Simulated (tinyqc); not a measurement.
Specific resistance of a metal-semiconductor contact and its transmission-line measurement: one step, computed by the program tinyqc. Command: `OMP_NUM_THREADS=1 python tinyqc.py 3004768 3004769 out.jsonl contact walk`. One thread of a shared host (Intel(R) Xeon(R) Processor @ 2.30GHz), about 0.01 s of CPU time with the checks.

The barrier is parabolic (depletion approximation), energies E are normal energies counted from the band edge in the neutral semiconductor (downwards for holes), and the bias is zero. xi is an input, held fixed when other inputs move.

Question. Tunnelling energy and barrier. E_00 = (e hbar/2) sqrt(N/(eps eps_0 m)); band bending E_b = phi_B + xi; depletion width w = sqrt(2 eps eps_0 E_b/(e^2 N)).

Inputs (values chosen for the exercise, modelled on n-type GaN): tunnelling mass m = 0.21 m_0; permittivity eps = 9.7; barrier height phi_B = 0.82 eV; doping N = 7.4e+19 1/cm^3; Fermi level above the band edge in the bulk, xi = 0.29 eV; temperature T = 300 K.

Image-force lowering: left out.

Constants: hbar = 1.054571817e-34 J s; eps_0 = 8.8541878128e-12 F/m; m_0 = 9.1093837015e-31 kg; k_B = 8.617333262e-05 eV/K; e = 1.602176634e-19 C.

Give: E_00; E_00/k_B T; depletion width; barrier used, above the bulk band edge.

Answer.

E_00 = 111.9 meV

E_00/k_B T = 4.329

depletion width = 4.010 nm

barrier used, above the bulk band edge = 1.11 eV

By the usual rule this is thermionic-field emission (0.5 to 5 k_B T).
